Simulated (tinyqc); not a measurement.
Surface segregation during layer-by-layer epitaxy: two-layer exchange kinetics and the shape of quantum wells and delta layers: one step, computed by the program tinyqc. Command: `OMP_NUM_THREADS=1 python tinyqc.py 3015205 3015206 out.jsonl mbeseg walk`. One thread of a shared host (Intel(R) Xeon(R) Processor @ 2.30GHz), about 0.01 s of CPU time with the checks.

Atoms A and B exchange only between the growing layer and the one below it. B is supplied for N layers, then pure A follows.

Question. Exchange rates. p1 = nu exp(-E1/(k_B T)) (B up, A down), p2 = nu exp(-(E1 + E_s)/(k_B T)) (B down); time per layer tau = 1/G; K = p1/p2. Temperatures in kelvin are T(C) + 273.15. Dilute equilibrium share passed up per layer R_eq = K/(1 + K).

Inputs (values chosen for the exercise, close to those used for indium in GaAs):

| quantity | value | unit |
|---|---|---|
| barrier E1 for B to move up | 1.74 | eV |
| segregation energy E_s | 0.21 | eV |
| attempt frequency nu | 1 | THz |
| growth rate G | 0.26 | layers/s |
| temperature T | 400 | C |

Constants: k_B = 8.617333262e-05 eV/K.

Give: p1; p2; p1 tau; K; R_eq.

Answer.

p1 = 0.09394 1/s

p2 = 0.002516 1/s

p1 tau = 0.3613

K = 37.35

R_eq = 0.9739

Exchange and growth compete.
